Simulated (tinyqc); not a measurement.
# Disorder broadening of a one-dimensional band in the self-consistent Born approximation: density of states across the band

The local Green function is G = g0(z - Sigma) with z = E + i eta and g0(z) = 1/(sqrt(z - 2t) sqrt(z + 2t)), principal roots; the self-energy is Sigma = D G. The density of states is -Im G/pi.

Sigma is iterated to self-consistency (retarded branch, Im Sigma < 0); first Born means Sigma = D g0(z) put once into G = g0(z - Sigma); clean means Sigma = 0.

Values chosen for this exercise:
- t = 1 eV (hopping)
- D = 0.16 eV^2 (variance of the random site energy)
- eta = 0.01 eV (bare broadening)

Result of one run:

| E (eV) | Re Sigma (eV) | Im Sigma (eV) | DOS, self-consistent (1/eV) | DOS, first Born (1/eV) | DOS, clean (1/eV) |
|---|---|---|---|---|---|
| 1.411 | 0.009072 | -0.1107 | 0.2201 | 0.2212 | 0.2245 |

What becomes of these results when the energy from the band centre E is changed from 1.411 to 0.564 eV, all else the same?

Result of the changed run:

| E (eV) | Re Sigma (eV) | Im Sigma (eV) | DOS, self-consistent (1/eV) | DOS, first Born (1/eV) | DOS, clean (1/eV) |
|---|---|---|---|---|---|
| 0.564 | 0.001183 | -0.08325 | 0.1656 | 0.1656 | 0.1659 |

The whole series:

| E (eV) | Re Sigma (eV) | Im Sigma (eV) | DOS, self-consistent (1/eV) | DOS, first Born (1/eV) | DOS, clean (1/eV) |
|---|---|---|---|---|---|
| 0 | 0 | -0.07992 | 0.1590 | 0.1590 | 0.1592 |
| 0.282 | 5.245e-4 | -0.08071 | 0.1606 | 0.1606 | 0.1608 |
| 0.564 | 0.001183 | -0.08325 | 0.1656 | 0.1656 | 0.1659 |
| 0.846 | 0.002207 | -0.08803 | 0.1751 | 0.1752 | 0.1756 |
| 1.128 | 0.004173 | -0.09624 | 0.1915 | 0.1917 | 0.1927 |
| 1.411 | 0.009072 | -0.1107 | 0.2201 | 0.2212 | 0.2245 |
| 1.693 | 0.02575 | -0.1361 | 0.2708 | 0.2740 | 0.2988 |
| 1.975 | 0.08335 | -0.1601 | 0.3185 | 0.1863 | 0.9556 |
| 2.257 | 0.1851 | -0.1071 | 0.2131 | 0.03123 | 0.006272 |
| 2.539 | 0.1171 | -0.001792 | 0.003566 | 0.003180 | 0.002112 |
| 2.821 | 0.08574 | -7.222e-4 | 0.001437 | 0.001402 | 0.001140 |

The self-consistent density of states goes from 0.159 through a maximum of 0.319 (at E = 1.975 eV among the rows listed) to 0.00144 1/eV. The clean band ends at 2t = 2.00 eV; at E = 2.257 eV, beyond it, the self-consistent value is 0.213 against 0.00627 clean: disorder widens the band. By ratio, first Born differs most at E = 2.257 eV, where it is 0.15 times the self-consistent value.

Range of the model: The self-consistent Born approximation misses band tails from rare fluctuations and localisation.

Numbers from tinyqc (`OMP_NUM_THREADS=1 python tinyqc.py 2720130 2720131 out.jsonl`; about 0.02 s on one thread of a shared Intel Xeon 2.30GHz).
